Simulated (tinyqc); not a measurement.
Thin-film resistivity, exact integral against the thick limit.

Fuchs-Sondheimer for a film of thickness d, k = d/lam: rho0/rho = 1 - (3 (1 - ps)/(2 k)) int_1^infinity (t^-3 - t^-5)(1 - exp(-k t))/(1 - ps exp(-k t)) dt; thick limit rho/rho0 = 1 + 3 (1 - ps)/(8 k).

Values chosen for this exercise; metal values close to those of copper: bulk resistivity rho0 = 1.68 uohm cm; bulk mean free path lam = 39.8 nm; specular share of surface scattering ps = 0.

Thin-film resistivity, exact integral against the thick limit:

| d (nm) | k | rho/rho0, exact | thick limit | error of the limit (%) | rho (uohm cm) |
|---|---|---|---|---|---|
| 2 | 0.050251 | 7.6999 | 8.4625 | 9.90 | 12.936 |
| 3.9 | 0.097990 | 4.8466 | 4.8269 | -0.405 | 8.1422 |
| 7.5 | 0.18844 | 3.2068 | 2.9900 | -6.76 | 5.3874 |
| 15 | 0.37688 | 2.1920 | 1.9950 | -8.99 | 3.6825 |
| 28 | 0.70352 | 1.6588 | 1.5330 | -7.58 | 2.7869 |
| 55 | 1.3819 | 1.3294 | 1.2714 | -4.36 | 2.2334 |
| 110 | 2.7638 | 1.1548 | 1.1357 | -1.65 | 1.9400 |
| 210 | 5.2764 | 1.0765 | 1.0711 | -0.501 | 1.8085 |
| 400 | 10.050 | 1.0388 | 1.0373 | -0.139 | 1.7451 |

rho/rho0 falls from 7.70 to 1.04. The error of the thick limit goes from 9.9 through a minimum of -9.0 (at d = 15 nm among the rows listed) to -0.14 %; it stays within 5 % for k of 1.382 and above among the rows listed. The change of sign at small k is a crossing of two different laws, not agreement.

Numbers from tinyqc (`OMP_NUM_THREADS=1 python tinyqc.py 2100173 2100174 out.jsonl`; about 0.01 s on one thread of a shared Intel Xeon 2.30GHz).
